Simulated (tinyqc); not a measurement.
MOS inversion layer, Poisson-Schroedinger loop: two steps of the calculation.

Electrons confined at an insulator interface at z = 0, treated as a hard wall; parabolic valleys, Hartree approximation, no image or exchange terms. The depletion charge lies far deeper than the electrons and gives a uniform field q Nd/(eps0 eps_r); the gate balances all charge. Energies are counted from the band edge at the interface.

Inputs (values chosen for the exercise); masses and permittivity close to those of 4H silicon carbide (0001):
```
symbol   value   unit                                     meaning
T          300      K                                 temperature
mz1      0.333     m0  mass along z of valley set A (3 valley(s))
md1      0.422     m0    in-plane density-of-states mass of set A
Ns      1.8e12  cm^-2                  sheet density of electrons
hz        0.56     nm                                   mesh step
```

Constants: q = 1.602176634e-19 C, kB = 1.380649e-23 J/K, hbar = 1.054571817e-34 J s, m0 = 9.1093837015e-31 kg, Vt = kB T/q, hbar^2/(2 m0) = 0.0380998212 eV nm^2. Results are converted to the units shown.

Task 1. Fermi level and occupations. Level k holds N_k = D_k Vt ln(1 + exp((EF - E_k)/Vt)) with D = 3 md1 m0 q/(pi hbar^2) per eV (spin included); EF is fixed by sum N_k = Ns.

levels (eV): A1 0.15596890, A2 0.27113466

Give: EF; N_k.

Result 1.

EF = 0.10493 eV
N_k (cm^-2): A1 1.7779e12, A2 2.2050e10

Task 2. Levels and probability densities. Tridiagonal Hamiltonian with psi = 0 one step beyond both ends: H_ii = C (1/m_(i-1/2) + 1/m_(i+1/2))/hz^2 + V0_i + U_i, H_(i,i+1) = -C/(m_(i+1/2) hz^2), C = hbar^2/(2 m0). The lowest 2 level(s) are kept, normalised to hz sum |psi|^2 = 1. The mass is the same on all intervals.

| node | fixed potential V0 (eV) | U after round 1 (eV) |
|---|---|---|
| 1 | 0.02883451 | 0.012975531 |
| 2 | 0.05766903 | 0.025000375 |
| 3 | 0.08650354 | 0.034442501 |
| 4 | 0.11533805 | 0.040631558 |
| 5 | 0.14417257 | 0.044069992 |
| 6 | 0.17300708 | 0.045727768 |
| 7 | 0.20184159 | 0.046438705 |
| 8 | 0.23067611 | 0.046716053 |
| 9 | 0.25951062 | 0.046816206 |
| 10 | 0.28834513 | 0.046850022 |
| 11 | 0.31717965 | 0.046860723 |
| 12 | 0.34601416 | 0.046863882 |
| 13 | 0.37484867 | 0.046864743 |
| 14 | 0.40368318 | 0.046864954 |
| 15 | 0.43251770 | 0.046864997 |
| 16 | 0.46135221 | 0.046865003 |

Find: levels; |psi|^2 of A1; |psi|^2 of A2.

Result 2.

levels (eV): A1 0.1904, A2 0.3119

| node | \|psi\|^2 of A1 (1/nm) | \|psi\|^2 of A2 (1/nm) |
|---|---|---|
| 1 | 0.1599 | 0.1332 |
| 2 | 0.4056 | 0.2114 |
| 3 | 0.4702 | 0.0706 |
| 4 | 0.3647 | 0.0045 |
| 5 | 0.2163 | 0.1381 |
| 6 | 0.1046 | 0.3025 |
| 7 | 0.0428 | 0.3458 |
| 8 | 0.0152 | 0.2742 |
| 9 | 0.0047 | 0.1679 |
| 10 | 0.0013 | 0.0839 |
| 11 | 0.0003 | 0.0354 |
| 12 | 0.0001 | 0.0129 |
| 13 | 0.0000 | 0.0041 |
| 14 | 0.0000 | 0.0011 |
| 15 | 0.0000 | 0.0003 |
| 16 | 0.0000 | 0.0000 |

Computed by the program tinyqc: `OMP_NUM_THREADS=1 python tinyqc.py 2160046 2160047 out.jsonl`, one thread of a shared Intel Xeon 2.30GHz, about 0.4 s for the whole run.
